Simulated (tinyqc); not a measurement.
## Energy and delay of logic against supply voltage: energy and delay against supply voltage

One expression serves below and above threshold: I(Vg) = Ik [ln(1 + exp((Vg - VT + dd V)/(al nf Vt)))]^al, with I_on = I(V) and I_off = I(0). Gate delay td = kd C V/I_on, clock period LD td. Per gate and cycle the switching energy is act C V^2 and the leakage energy I_off V LD td. No short-circuit current, no variation. Minima are sought above 0.09 V; below a few Vt gates no longer switch and the model has no meaning.

EDP = energy times td.

Inputs (values chosen for the exercise); values of the order met in logic technologies: temperature T = 300 K; threshold voltage at zero drain bias VT = 0.27 V; slope factor nf = 1.18; barrier lowering per volt of supply dd = 0.03; specific current of a gate Ik = 2.2 uA; exponent of the current law al = 1.41; load capacitance of a gate C = 2 fF; delay factor kd = 1.1; logic depth LD = 40; activity factor act = 0.01.

Constants: q = 1.602176634e-19 C, kB = 1.380649e-23 J/K, Vt = kB T/q. Results are converted to the units shown.

Result of one run:

| I_on (uA) | I_off (nA) | td (ps) | switching (aJ) | leakage (aJ) | energy (aJ) | EDP (fJ ps) |
|---|---|---|---|---|---|---|
| 0.1252 | 0.3756 | 3164 | 0.6480 | 8.557 | 9.205 | 29.12 |

Which supply voltage V gave this result: 0.18, 0.3, 0.97, 1.09 or 1.2 V?

V = 0.18 V.

The whole series:

| V (V) | I_on (uA) | I_off (nA) | td (ps) | switching (aJ) | leakage (aJ) | energy (aJ) | EDP (fJ ps) |
|---|---|---|---|---|---|---|---|
| 0.18 | 0.1252 | 0.3756 | 3164 | 0.6480 | 8.557 | 9.205 | 29.12 |
| 0.3 | 3.000 | 0.4226 | 220.0 | 1.800 | 1.116 | 2.916 | 0.6416 |
| 0.41 | 13.23 | 0.4708 | 68.17 | 3.362 | 0.5264 | 3.888 | 0.2651 |
| 0.52 | 28.67 | 0.5246 | 39.90 | 5.408 | 0.4354 | 5.843 | 0.2332 |
| 0.64 | 49.11 | 0.5902 | 28.67 | 8.192 | 0.4331 | 8.625 | 0.2473 |
| 0.75 | 70.41 | 0.6575 | 23.43 | 11.25 | 0.4622 | 11.71 | 0.2745 |
| 0.86 | 93.79 | 0.7325 | 20.17 | 14.79 | 0.5083 | 15.30 | 0.3086 |
| 0.97 | 119.0 | 0.8160 | 17.93 | 18.82 | 0.5677 | 19.39 | 0.3476 |
| 1.09 | 148.4 | 0.9180 | 16.16 | 23.76 | 0.6467 | 24.41 | 0.3944 |
| 1.2 | 177.0 | 1.023 | 14.92 | 28.80 | 0.7323 | 29.53 | 0.4406 |

td falls from 3160 to 14.9 ps; the energy goes from 9.20 through a minimum of 2.92 (at V = 0.3 V among the rows listed) to 29.5 aJ and the EDP goes from 29.1 through a minimum of 0.233 (at V = 0.52 V among the rows listed) to 0.441 fJ ps. The exact minima lie at V = 0.303 V for the energy and 0.521 V for the EDP. Going from 1.2 V to the energy minimum saves a factor of 10.1 in energy and costs a factor of 14.0 in delay. Below the minimum the leakage energy rises faster than the switching energy falls, because the clock period grows so steeply.

tinyqc, about 0.01 s, one thread, Intel Xeon 2.30GHz (shared host): `OMP_NUM_THREADS=1 python tinyqc.py 2082185 2082186 out.jsonl`
